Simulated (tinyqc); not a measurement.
Dispersion: Heisenberg magnet: exchange from energy differences, ordering vector, linear spin waves and ordering temperature. Computed by tinyqc, a small Python program. Command: `OMP_NUM_THREADS=1 python tinyqc.py 3028324 3028325 out.jsonl magnon walk`. One thread of a shared host (Intel(R) Xeon(R) Processor @ 2.30GHz), about 0.02 s of CPU time with the checks.

H = -sum over pairs <ij> J_ij S_i.S_j - K sum_i (S_i^z)^2, each pair once, J > 0 ferromagnetic. First neighbours: 4 at a (1, 0), second: 4 at a (1, 1), with all permutations and signs.

Inputs (values chosen for the exercise, for a model magnet):
```
quantity                 value      unit
exchange J1              -9.22       meV
exchange J2               0.53       meV
spin S                     1.5         -
single-ion anisotropy K   0.12       meV
lattice constant a        4.27  angstrom
```

Lattice: square. Order: Neel (nearest neighbours antiparallel).

Method:
- g_s(q) = sum over shell s of cos(q.R), z1 = g1(0). A(q) = S [-J1 g1(0) + J2 (g2(0) - g2(q))] + (2S - 1) K, B(q) = S J1 g1(q), E(q) = sqrt(A^2 - B^2). The factor 2S - 1 removes the anisotropy for S = 1/2.
- sum R_x^2 over the shells is s1 = 2 a^2 and s2 = 4 a^2. Without K, E = c q with c = S sqrt(z1 |J1| (|J1| s1 + J2 s2)); the gap is E(0) = sqrt(k (k + 2 S z1 |J1|)), k = (2S - 1) K.
- J(q) = J1 g1(q) + J2 g2(q), g_s(q) = sum over shell s of cos(q.R).

gap = 5.15860 meV

spin-wave velocity c = 176.371 meV angstrom

Energies (meV); X = (0.5, 0), M = (0.5, 0.5) in 2 pi/a:
```
line  fraction of the way    E(q)  sqrt(gap^2 + c^2 q^2)
G-X                  0.10  13.852                  13.96
G-X                  0.25  31.011                  32.85
G-X                  0.50  51.820                  65.09
G-X                  0.75  60.448                  97.46
G-X                  1.00  61.920                 129.86
G-M                  0.10  18.780                  19.06
G-M                  0.20  34.745                  37.06
G-M                  0.30  47.594                  55.29
G-M                  0.40  55.880                  73.59
G-M                  0.50  58.740                  91.90
```

What follows from these numbers?

At the end of the G-X rows the long-wave form is 2.10 times the true energy. At the end of the G-M rows the long-wave form is 1.56 times the true energy. It holds to 5 % in 2 of the ten rows; nearer the zone boundary the cosine flattens the band.
